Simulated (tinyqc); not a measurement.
# Joule-heated wire on a substrate, fin equation, step by step

tinyqc, about 0.01 s, one thread, Intel Xeon 2.30GHz (shared host): `OMP_NUM_THREADS=1 python tinyqc.py 2520065 2520066 out.jsonl` Printed values are rounded.

A wire of length L loses heat along itself to two contacts and sideways to the substrate: kap A theta'' - g theta + p = 0 with theta = T - T0 and p = p0. The ends are held at T0. Constant conductivity, diffusive heat flow.

Values chosen for this exercise: temperature of substrate and contacts T0 = 350 K; conductivity along the wire kap = 150 W/(m K); cross-section A = 180 nm^2; conductance per length to the substrate g = 1.7 W/(m K); length between the contacts L = 710 nm; thermal resistance of each contact Rc = 0 K/uW; heating per length p0 = 0.047 uW/nm.

## Healing length

LH = sqrt(kap A/g); far from the contacts uniform heating p0 would give theta = p0/g.

LH = 126.025 nm
L/LH = 5.63379
p0/g = 27.6471 K

## The tridiagonal system

Nodes x_i = i h, h = L/12; box widths w_i = h (h/2 at the ends); c = kap A/h; equation of node i: -c theta_(i-1) + d_i theta_i - c theta_(i+1) = b_i with d_i = 2 c + g w_i, b_i = p(x_i) w_i; theta = 0 at the end nodes.

c = 0.456338 uW/K

| node | d (uW/K) | b (uW) |
|---|---|---|
| 1 | 1.01326 | 2.78083 |
| 2 | 1.01326 | 2.78083 |
| 3 | 1.01326 | 2.78083 |
| 4 | 1.01326 | 2.78083 |
| 5 | 1.01326 | 2.78083 |
| 6 | 1.01326 | 2.78083 |
| 7 | 1.01326 | 2.78083 |
| 8 | 1.01326 | 2.78083 |
| 9 | 1.01326 | 2.78083 |
| 10 | 1.01326 | 2.78083 |
| 11 | 1.01326 | 2.78083 |

## Temperature rise

Solve -c theta_(i-1) + d_i theta_i - c theta_(i+1) = b_i for nodes 1 to 11, with theta = 0 at nodes 0 and 12.

| node | theta (K) |
|---|---|
| 0 | 0.0000 |
| 1 | 10.1858 |
| 2 | 16.5230 |
| 3 | 20.4083 |
| 4 | 22.6980 |
| 5 | 23.8968 |
| 6 | 24.2691 |
| 7 | 23.8968 |
| 8 | 22.6980 |
| 9 | 20.4083 |
| 10 | 16.5230 |
| 11 | 10.1858 |
| 12 | 0.0000 |

The hottest node is 6, at 24.27 K above T0; a mesh of 800 steps gives a peak of 24.35 K, so the coarse value is 0.34 % below it. On the fine mesh 64.8 % of the heat leaves through the substrate and the rest through the contacts.

## Closed form at the middle

theta(L/2) = (p0/g)[1 - 1/(cosh(L/(2 LH)) + Rc g LH sinh(L/(2 LH)))], LH = sqrt(kap A/g).

theta(L/2) = 24.3527 K
